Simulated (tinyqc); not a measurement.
Sp3 tight binding, zinc-blende lattice, step by step. One step of it, computed by the program tinyqc.

Question. Bloch Hamiltonian at k. Slater-Koster rules over the four bonds with direction cosines (l, m, n): ss V_ss; s-px l V_sp; px-s -l V_sp; px-px l^2 V_pps + (1 - l^2) V_ppp; px-py l m (V_pps - V_ppp); each times exp(i k.d).

Parameters chosen for this model: zinc-blende lattice, anion at 0, cation at a/4 (1,1,1); V = eta hbar^2 / (m d^2), hbar^2/m = 7.619964 eV angstrom^2:
```
parameter          value      unit
a               4.110000  angstrom
d               1.779682  angstrom
Es anion      -15.590000        eV
Ep anion       -6.830000        eV
Es cation     -15.590000        eV
Ep cation      -6.830000        eV
eta ss         -1.320000
eta sp          1.420000
eta pp sigma    2.220000
eta pp pi      -0.630000
V ss           -3.175718        eV
V sp            3.416303        eV
V pp sigma      5.340980        eV
V pp pi        -1.515684        eV
```

k point k (2 pi / a): -0.350000  -0.670000  -0.770000

Give: H(k) at k.

Answer.

H(k) at k (eV):
```
                a s           a px           a py           a pz
a s         -15.590          0.000          0.000          0.000
a px          0.000         -6.830          0.000          0.000
a py          0.000          0.000         -6.830          0.000
a pz          0.000          0.000          0.000         -6.830
c s   -1.897+5.393i   5.466-0.722i   1.911-2.065i   1.266-3.118i
c px  -5.466+0.722i   0.460-1.307i  -1.467+3.613i  -2.214+2.393i
c py  -1.911+2.065i  -1.467+3.613i   0.460-1.307i  -6.334+0.837i
c pz  -1.266+3.118i  -2.214+2.393i  -6.334+0.837i   0.460-1.307i

                c s           c px           c py           c pz
a s   -1.897-5.393i  -5.466-0.722i  -1.911-2.065i  -1.266-3.118i
a px   5.466+0.722i   0.460+1.307i  -1.467-3.613i  -2.214-2.393i
a py   1.911+2.065i  -1.467-3.613i   0.460+1.307i  -6.334-0.837i
a pz   1.266+3.118i  -2.214-2.393i  -6.334-0.837i   0.460+1.307i
c s         -15.590          0.000          0.000          0.000
c px          0.000         -6.830          0.000          0.000
c py          0.000          0.000         -6.830          0.000
c pz          0.000          0.000          0.000         -6.830
```
